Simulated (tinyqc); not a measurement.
# CMOS latch-up, two-transistor model: effect of the temperature

A parasitic pnp (emitter at Vdd, base shunted by Rw) and npn (emitter at ground, base shunted by Rs) feed each other: the npn collector current flows out of the pnp base node, the pnp collector current into the npn base node. Forward-active transistors with constant gains: Icn = Isn exp(Vn/Vt), Icp = Isp (exp(Vp/Vt) - 1). A current Ii is injected into the npn base node.

Isn, Isp and Von are given at 300 K; the currents scale as T^3 exp(-1.12 V/Vt), Von falls by 1.5 mV/K, gains and resistances are fixed. Node equations: Vp/Rw + Icp/bp = Icn and Vn/Rs + Icn/bn = Icp + Ii. Loop gain G = gn gp/[(1/Rw + gp/bp)(1/Rs + gn/bn)], gn = Icn/Vt, gp = (Icp + Isp)/Vt; the off state ends where G = 1, and Ii there is the trigger current. On state with both base-emitter voltages at Von: npn base current Ib = (Von/Rs + bp Von/Rw)/(bn bp - 1), holding current Ih = (bn + 1) Ib + Von/Rs, holding voltage Vh = Vsat + Von + R2 (Ib + Von/Rs).

Inputs (values chosen for the exercise); values close to those of bulk CMOS: current gain of the npn bn = 24.1; current gain of the pnp bp = 3; saturation current of the npn at the reference temperature Isn = 1.1e-15 A; saturation current of the pnp at the reference temperature Isp = 7.3e-15 A; substrate resistance shunting the npn Rs = 55 ohm; well resistance shunting the pnp Rw = 1100 ohm; resistance from the pnp collector to the npn base R2 = 29 ohm; base-emitter voltage in the on state Von = 0.73 V; saturation voltage Vsat = 0.14 V; supply voltage Vdd = 0.9 V.

Constants: q = 1.602176634e-19 C, kB = 1.380649e-23 J/K, Vt = kB T/q. Results are converted to the units shown.

Result of one run:
```
Vn at trigger (V),trigger current (mA),Ih (mA),Vh (V)
0.8092,14.72,21.21,1.415
```

Which temperature T gave this result: 233, 263, 383, 413 or 443 K?

T = 233 K.

The whole series:
```
T (K),Vn at trigger (V),trigger current (mA),Ih (mA),Vh (V)
233,0.8092,14.72,21.21,1.415
263,0.7591,13.81,20.06,1.346
293,0.7077,12.86,18.91,1.277
323,0.6550,11.89,17.76,1.208
353,0.6011,10.89,16.62,1.139
383,0.5462,9.862,15.47,1.070
413,0.4905,8.808,14.32,1.001
443,0.4345,7.729,13.17,0.9317
```

As T goes from 233 to 443 K, the trigger current falls from 14.7 to 7.73 mA, Ih falls from 21.2 to 13.2 mA and Vh falls from 1.42 to 0.932 V. Vh exceeds the supply Vdd = 0.9 V, which then cannot sustain a latched state, in 8 of the 8 rows.

Range of the model: Near the trigger Vn + Vp exceeds Vdd by over 0.35 V, so both collector junctions are forward biased and the forward-active model is out of range there.

tinyqc, about 0.03 s, one thread, Intel Xeon 2.30GHz (shared host): `OMP_NUM_THREADS=1 python tinyqc.py 2670023 2670024 out.jsonl`
